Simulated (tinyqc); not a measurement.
Anneal temperature: kinetics of strain relaxation and threading dislocations in mismatched semiconductor layers. Computed by tinyqc, a small Python program. Command: `OMP_NUM_THREADS=1 python tinyqc.py 3013790 3013791 out.jsonl threading walk`. One thread of a shared host (Intel(R) Xeon(R) Processor @ 2.30GHz), about 0.01 s of CPU time with the checks.

60-degree dislocations on {111} planes of a (001) layer, isotropic elasticity. The Schmid factor is 1/sqrt(6), and a misfit segment relieves strain with b/2.

Inputs (values chosen for the exercise, modelled on Si(0.8)Ge(0.2) on Si):
```
quantity                         value         unit
misfit f                       0.00845            -
shear modulus G                   65.4          GPa
Poisson ratio nu                  0.27            -
Burgers vector b                  3.88     angstrom
glide activation energy Q         2.18           eV
velocity prefactor v0            35000  m/s per MPa
layer thickness h                   98           nm
anneal temperature T               936            K
anneal time t                       19            s
initial thread density rho_0    680000       1/cm^2
multiplication constant delta     3100          1/m
```

Sources: multiplication.

Constants: k_B = 8.617333262e-05 eV/K.

Method:
- Excess resolved stress tau = (1/sqrt 6) [2 G (1 + nu)/(1 - nu)] (e - e_eq), e_eq = b (1 - nu/4) [ln(h/b) + 1]/(4 pi (1 + nu) h), the Matthews-Blakeslee strain of an uncapped layer; glide velocity v = v0 tau exp(-Q/(k_B T)), tau in MPa.
- Threads run in two directions, so de/dt = -(b/4) rho v, and they multiply as d rho/dt = delta rho v. With x = e - e_eq, x0 = f - e_eq (fully strained at t = 0) and v = m S x (m the mobility, S x = tau): rho = rho_0 + (4 delta/b)(x0 - x), so dx/dt = -k x (a - x), k = delta m S, a = x0 + b rho_0/(4 delta): a logistic law, x = a/[1 + (a/x0 - 1) exp(k a t)].
- The half time is that at which x = x0/2.

half time = 26.8910 s

excess stress tau = 644.628 MPa

equilibrium strain e_eq = 0.00151101

After the time t:
```
T (K)  first velocity (micrometre/s)  relieved (%)  threads (1/cm^2)  half time (s)
809                       5.9260e-01    1.0886e-01        7.0414e+05     1.8719e+03
841                       1.9476e+00    3.7201e-01        7.6250e+05     5.6955e+02
880                       7.3871e+00    1.6557e+00        1.0472e+06     1.5016e+02
911                       1.9648e+01    6.3944e+00        2.0980e+06     5.6458e+01
948                       5.8078e+01    4.9524e+01        1.1662e+07     1.9100e+01
973                       1.1529e+02    9.7020e+01        2.2195e+07     9.6217e+00
1009                      2.9151e+02    1.0000e+02        2.2856e+07     3.8052e+00
1068                      1.1646e+03    1.0000e+02        2.2856e+07     9.5247e-01
```

The half time follows exp(Q/(k_B T)), a decade for each 82 K near 948 K. Relief goes from 6.4 % at 911 K to 97.0 % at 973 K: with multiplication the onset is abrupt, after an incubation in which threads breed, and the final density is set by delta, not by rho_0. Caution: rows with more than 50 % relieved leave out blocking by crossing misfit lines, which slows real layers.

Extremes, crossings and ranges named in words are read from the listed rows.
